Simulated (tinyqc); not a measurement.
A ladder of methods, and size consistency: correlation methods against full CI in the 3-21g basis, for H2, spin multiplicity 1. Computed by the program tinyqc with PySCF. All electrons correlated; +Q is the Davidson correction (1 - c0^2) E_corr. The last columns treat two copies 100 angstrom apart as one system. FCI is the lowest singlet.

Geometry (angstrom):
```
atom       x       y       z
H     0.0000  0.0000  0.0000
H     0.0000  0.0000  0.9070
```

RHF energy of one = -1.107300 hartree

Correlation energies (hartree):
```
method   E_corr of one  share of FCI (%)  E_corr of two at 100 angstrom  two minus twice one (mhartree)
MP2          -0.019028           65.7412                      -0.038055                          0.0000
CISD         -0.028943          100.0000                      -0.056660                          1.2259
CISD+Q       -0.029585          102.2184                      -0.059002                          0.1682
CCSD         -0.028943          100.0000                      -0.057886                          0.0000
CCSD(T)      -0.028943          100.0000                      -0.057886                          0.0000
FCI          -0.028943          100.0000                              -                               -
```

What does the comparison show, and why?

MP2 recovers 66 %, CISD 100.0 % and CCSD 100.0 % of the FCI value (c0^2 = 0.978 in CISD). MP2 and coupled cluster are size consistent, so their last column vanishes; CISD loses 1.23 mhartree, since a double excitation on each copy is a quadruple of the pair, and the Davidson correction leaves +0.17. With two electrons, or one virtual orbital, CISD and CCSD are exact for one copy, so +Q overshoots there.
